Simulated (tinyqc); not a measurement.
Hole subbands of a hard-walled well, four-band Luttinger model: one step. Levels and mixing. Five cases, with inputs chosen for the exercise.

Task: Diagonalise; give the four lowest hole energies and the weight of the heavy component (the first half of the basis) in each.

Give: levels; heavy weight.

Case 1.

H(k) (meV), rows h1, h2, h3, h4, l1, l2, l3, l4 and columns alike:
```
[[54.5945, 0, 0, 0, 25.0479, 37.6177, 0, 15.0471],
 [0, 73.4962, 0, 0, -37.6177, 25.0479, 67.7119, 0],
 [0, 0, 104.9992, 0, 0, -67.7119, 25.0479, 96.7312],
 [0, 0, 0, 149.1034, -15.0471, 0, -96.7312, 25.0479],
 [25.0479, -37.6177, 0, -15.0471, 60.9436, 0, 0, 0],
 [37.6177, 25.0479, -67.7119, 0, 0, 175.3069, 0, 0],
 [0, 67.7119, 25.0479, -96.7312, 0, 0, 365.9124, 0],
 [15.0471, 0, 96.7312, 25.0479, 0, 0, 0, 632.7602]]
```

Result:

levels (meV): [14.16, 30.86, 61.50, 86.62]

heavy weight: [0.518, 0.777, 0.881, 0.619]

The most mixed of the four is number 1, with 52 % heavy character. Against 60 sines these levels lie 0.4, 0.6, 2.3 and 6.5 meV too high: the small basis lacks the higher sines, which carry the upper levels.

Case 2.

H(k) (meV), rows h1, h2, h3, l1, l2, l3 and columns alike:
```
[[10.4336, 0, 0, 3.1811, 8.7465, 0],
 [0, 22.0356, 0, -8.7465, 3.1811, 15.7437],
 [0, 0, 41.3723, 0, -15.7437, 3.1811],
 [3.1811, -8.7465, 0, 18.7007, 0, 0],
 [8.7465, 3.1811, -15.7437, 0, 64.1144, 0],
 [0, 15.7437, 3.1811, 0, 0, 139.8039]]
```

Result:

levels (meV): [7.36, 11.64, 28.25, 33.94]

heavy weight: [0.782, 0.650, 0.513, 0.827]

The most mixed of the four is number 3, with 51 % heavy character. Against 60 sines these levels lie 0.1, 0.1, 0.7 and 2.2 meV too high: the small basis lacks the higher sines, which carry the upper levels.

Case 3.

H(k) (meV), rows h1, h2, h3, l1, l2, l3 and columns alike:
```
[[23.5821, 0, 0, 20.7497, 56.3203, 0],
 [0, 99.4112, 0, -56.3203, 20.7497, 101.3765],
 [0, 0, 225.7929, 0, -101.3765, 20.7497],
 [20.7497, -56.3203, 0, 167.1449, 0, 0],
 [56.3203, 20.7497, -101.3765, 0, 462.9849, 0],
 [0, 101.3765, 20.7497, 0, 0, 956.0517]]
```

Result:

levels (meV): [12.49, 58.76, 190.20, 197.88]

heavy weight: [0.956, 0.798, 0.895, 0.209]

The most mixed of the four is number 4, with 21 % heavy character. Against 60 sines these levels lie 0.3, 0.7, 14.3 and 5.1 meV too high: the small basis lacks the higher sines, which carry the upper levels.

Case 4.

H(k) (meV), rows h1, h2, l1, l2 and columns alike:
```
[[388.9802, 0, 160.0874, 254.9598],
 [0, 572.4580, -254.9598, 160.0874],
 [160.0874, -254.9598, 441.8204, 0],
 [254.9598, 160.0874, 0, 1256.2831]]
```

Result:

levels (meV): [161.94, 349.37, 791.94, 1356.30]

heavy weight: [0.502, 0.821, 0.577, 0.101]

The most mixed of the four is number 1, with 50 % heavy character. Against 60 sines these levels lie 22.6, 74.0, 254.4 and 692.6 meV too high: the small basis is not converged.

Case 5.

H(k) (meV), rows h1, h2, h3, h4, l1, l2, l3, l4 and columns alike:
```
[[10.9636, 0, 0, 0, 3.1026, 9.1768, 0, 3.6707],
 [0, 24.4397, 0, 0, -9.1768, 3.1026, 16.5183, 0],
 [0, 0, 46.8997, 0, 0, -16.5183, 3.1026, 23.5976],
 [0, 0, 0, 78.3439, -3.6707, 0, -23.5976, 3.1026],
 [3.1026, -9.1768, 0, -3.6707, 20.9144, 0, 0, 0],
 [9.1768, 3.1026, -16.5183, 0, 0, 73.0812, 0, 0],
 [0, 16.5183, 3.1026, -23.5976, 0, 0, 160.0260, 0],
 [3.6707, 0, 23.5976, 3.1026, 0, 0, 0, 281.7486]]
```

Result:

levels (meV): [8.29, 13.31, 30.51, 37.46]

heavy weight: [0.841, 0.590, 0.529, 0.842]

The most mixed of the four is number 3, with 53 % heavy character. Against 60 sines these levels lie 0.0, 0.1, 0.1 and 0.2 meV too high.

Computed by tinyqc, one run a case: `OMP_NUM_THREADS=1 python tinyqc.py N N+1 out.jsonl` with N = 1282090, 1282359, 1282455, 1282508, 1282578; one thread of a shared Intel(R) Xeon(R) Processor @ 2.30GHz, about 0.2 s a run at most.
